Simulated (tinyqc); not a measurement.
# p-type polysilicon, carrier trapping at grain boundaries, step by step

Computed by the program tinyqc: `OMP_NUM_THREADS=1 python tinyqc.py 2830204 2830205 out.jsonl`, one thread of a shared Intel Xeon 2.30GHz, about 0.01 s for the whole run. Printed values are rounded.

One-dimensional grains of size Lg, uniform ionised doping N, monovalent traps Qt at each boundary at a depth Et below (for electrons) or above (for holes) the band edge there, abrupt depletion of width W on each side of a boundary, Boltzmann statistics. xi is the distance from the band edge at the grain centre to the Fermi level. Trapped charge Qt/(1 + exp((xi + VB - Et)/Vt)) = 2 N W, barrier VB = q N W^2/(2 eps0 eps_r).

Parameters, values chosen for the exercise; values of the order met in polycrystalline silicon:
- T = 300 K (temperature)
- eps_r = 11.7 (relative permittivity)
- NB = 2.65e19 cm^-3 (valence-band density of states at T)
- Lg = 28 nm (grain size)
- Qt = 2e12 cm^-2 (trap density of a grain boundary)
- Et = 0.31 eV (depth of the trap level from the majority band edge at the boundary)
- ms = 0.26 m0 (mass for thermionic emission)
- fe = 1 (correction factor of the emission rate)
- N = 2.4e17 cm^-3 (doping)

Constants: q = 1.602176634e-19 C, kB = 1.380649e-23 J/K, m0 = 9.1093837015e-31 kg, Vt = kB T/q, eps0 = 8.8541878128e-14 F/cm where lengths are in cm. Results are converted to the units shown.

## Depletion width, Fermi level and barrier

If the trap equation with xi = Vt ln(NB/N) has a root W < Lg/2, the grain is partly depleted; otherwise W = Lg/2 and the trap equation gives xi = Et - VB + Vt ln(Qt/(N Lg) - 1). N* = Qt/Lg.

N* = 7.14286e17 cm^-3
W = 14 nm
xi = 0.291234 V
VB = 0.0363758 V
share of traps filled = 0.336

N is 0.336 N*, and the grain is fully depleted; VB = 1.41 Vt.

## Resistivity and effective mobility

n0 = NB exp(-xi/Vt); mean density n0 (1 - 2 W/Lg) by charge balance in a partly depleted grain, and n0 (sqrt(pi)/2) erf(u)/u with u = sqrt(VB/Vt) in a fully depleted one; v = sqrt(kB T/(2 pi ms m0)); barrier resistivity Vt exp(VB/Vt)/(q fe n0 v Lg); grain resistivity (1 - 2 W/Lg)/(q n0 mug); effective mobility 1/(q mean density total resistivity).

n0 = 3.39417e14 cm^-3
mean density = 2.29889e14 cm^-3
v = 5.27571e6 cm/s
barrier resistivity = 131.431 ohm cm
grain resistivity = 0.00000 ohm cm
resistivity = 131.431 ohm cm
effective mobility = 206.573 cm^2/(V s)

The resistivity is 379 times that of a single crystal with the same N and mobility mug, and the mean density is 0.0958 % of N. The effective mobility exceeds mug only because drift through the depleted grain is left out.
